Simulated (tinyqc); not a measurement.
Gated two-dimensional channel with two bands, quantum capacitance: two steps of the calculation.

phi is the Fermi level above the lowest band edge, in volts; Vg is counted from the gate voltage at which an empty channel would have phi = 0. The channel has no thickness; trap charge is -q Dit phi.

Inputs (values chosen for the exercise); lowest band close to that of a thin InAs body:
- T = 300 K (temperature)
- md = 0.0338 m0 (in-plane mass)
- gv = 1 (valley degeneracy)
- m2 = 0.08 m0 (in-plane mass of a second band, chosen freely)
- g2 = 4 (valley degeneracy of that band, chosen freely)
- E2 = 0.18 eV (second band edge above the first)
- Dit = 0 cm^-2 eV^-1 (density of traps)
- Vg = 1 V (gate voltage)

Constants: q = 1.602176634e-19 C, kB = 1.380649e-23 J/K, hbar = 1.054571817e-34 J s, m0 = 9.1093837015e-31 kg, Vt = kB T/q. Results are converted to the units shown.

Task 1. New phi. D1 = gv md m0 q/(pi hbar^2), D2 = g2 m2 m0 q/(pi hbar^2) per eV; n1 = D1 Vt ln(1 + exp(phi/Vt)), n2 = D2 Vt ln(1 + exp((phi - E2)/Vt)), n = n1 + n2; Cq = q dn/dphi = q [D1/(1 + exp(-phi/Vt)) + D2/(1 + exp((E2 - phi)/Vt))]. Newton: f = phi + q (n + Dit phi)/Cox - Vg, phi(new) = phi - f/(1 + (Cq + q Dit)/Cox).

phi after iteration 1 = 0.73951580 V
Cox = 4.0625097 uF/cm^2

Wanted: n1; n2; Cq; f; phi after iteration 2.

Result 1.

n1 = 1.0441e13 cm^-2
n2 = 7.4793e13 cm^-2
Cq = 23.679 uF/cm^2
f = 3.1010 V
phi after iteration 2 = 0.28540 V

Task 2. Charge and capacitances at the solution. 1/C_G = 1/Cox + 1/(Cq + q Dit); dphi/dVg = Cox/(Cox + Cq + q Dit).

converged phi = 0.28506366 V
Cox = 4.0625097 uF/cm^2

Find: n; Cq; C_G; dphi/dVg.

Result 2.

n = 1.8128e13 cm^-2
Cq = 23.317 uF/cm^2
C_G = 3.4597 uF/cm^2
dphi/dVg = 0.14838

Cq is 5.74 times Cox, so C_G is 85.2 % of Cox; 28.5 % of the gate voltage has gone into phi.

Program tinyqc, `OMP_NUM_THREADS=1 python tinyqc.py 2200064 2200065 out.jsonl`; Intel Xeon 2.30GHz, shared host, one thread, about 0.01 s.
